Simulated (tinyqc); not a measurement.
Global model of a low-pressure process discharge: electron temperature, density, ion flux and ion energy. From one set of inputs to another, one input at a time. Computed by tinyqc, a small Python program. Command: `OMP_NUM_THREADS=1 python tinyqc.py 3114260 3114261 out.jsonl plasma ladder`. One thread of a shared host (Intel(R) Xeon(R) Processor @ 2.30GHz), about 0.01 s of CPU time with the checks.

Maxwellian electrons with temperature T_e in eV, one positive ion, no negative ions, uniform bulk density n; rate constants have the Arrhenius form.

The inputs printed are set A. Inputs not listed in the table keep their values of set A, so the rows need not describe a real material.

Inputs (values chosen for the exercise, of the order of those of an inductive discharge in a simple atomic gas):
```
quantity                          value   unit
ion mass M                           28      u
ionisation prefactor K0         2.9e-14  m^3/s
ionisation energy E_iz               13     eV
excitation prefactor X0         2.6e-14  m^3/s
excitation energy E_ex             10.9     eV
elastic rate constant K_el      9.2e-14  m^3/s
ion-neutral cross section       1.2e-18    m^2
pressure p                          1.4     Pa
gas temperature T_g                 500      K
radius R                             17     cm
height L                             14     cm
absorbed power P                    150      W
bias power P_b                       32      W
radius of the biased electrode      7.5     cm
bias frequency                        2    MHz
```

Constants: k_B = 1.380649e-23 J/K; e = 1.602176634e-19 C; u = 1.6605390666e-27 kg; m_0 = 9.1093837015e-31 kg; eps_0 = 8.8541878128e-12 F/m.

Method:
- n_g = p/(k_B T_g); lambda_i = 1/(n_g sigma); h_L = 0.86/sqrt(3 + L/(2 lambda_i)), h_R = 0.8/sqrt(4 + R/lambda_i); A_eff = 2 pi R^2 h_L + 2 pi R L h_R; d_eff = pi R^2 L/A_eff.
- Particle balance: K0 exp(-E_iz/T_e) n_g d_eff = u_B, u_B = sqrt(e T_e/M).
- Root found by bracketing.
- E_c = E_iz + (X0 exp(-E_ex/T_e) E_ex + K_el (3 m_0/M) T_e)/K_iz; wall potential V_s = (T_e/2) ln(M/(2 pi m_0)); E_T = E_c + 2 T_e + T_e/2 + V_s; n = P/(e u_B A_eff E_T); ion current density J = e h_L n u_B; ionised share n/n_g.
- All bias power goes to ions: V_b = P_b/(J pi r^2). Debye length at the sheath edge lambda_D = sqrt(eps_0 T_e/(e h_L n)); Child-law sheath s = (sqrt2/3) lambda_D (2 V/T_e)^(3/4), V = V_b + V_s; ion transit time tau_i = 3 s sqrt(M/(2 e V)); collisions in the sheath s/lambda_i.

Each row keeps all changes above it:
```
input moved                         from       to  T_e (eV)  ion current density J (mA/cm^2)  sheath width s (mm)
set A                                  -        -    2.0715                           1.0018               1.6439
ionisation energy E_iz (eV)           13     12.7    2.0196                           1.0761               1.5059
bias power P_b (W)                    32       80    2.0196                           1.0761               2.9247
radius R (cm)                         17       22    1.9814                           0.7163               4.8379
height L (cm)                         14       19    1.8843                           0.6203               5.7801
absorbed power P (W)                 150      370    1.8843                           1.5301               1.8934
pressure p (Pa)                      1.4     0.29    2.9436                           1.5019               1.9594
ionisation prefactor K0 (m^3/s)  2.9e-14  3.3e-14    2.8474                           1.5797               1.8407
```

Which inputs carry the difference?

T_e goes from 2.07 to 2.85, a factor 1.37 in all. The largest single move comes from pressure p (a factor 1.56), and height L works against it (a factor 0.951). ion current density J goes from 1.00 to 1.58, a factor 1.58 in all. The largest single move comes from absorbed power P (a factor 2.47), and radius R works against it (a factor 0.666). Sheath width s goes from 1.64 to 1.84, a factor 1.12 in all. The largest single move comes from absorbed power P (a factor 0.328), but it runs against the net change; the largest move in the direction of the net change is bias power P_b (a factor 1.94). The single moves hold for this order of the switches; the total does not depend on the order.

Extremes, crossings and ranges named in words are read from the listed rows.
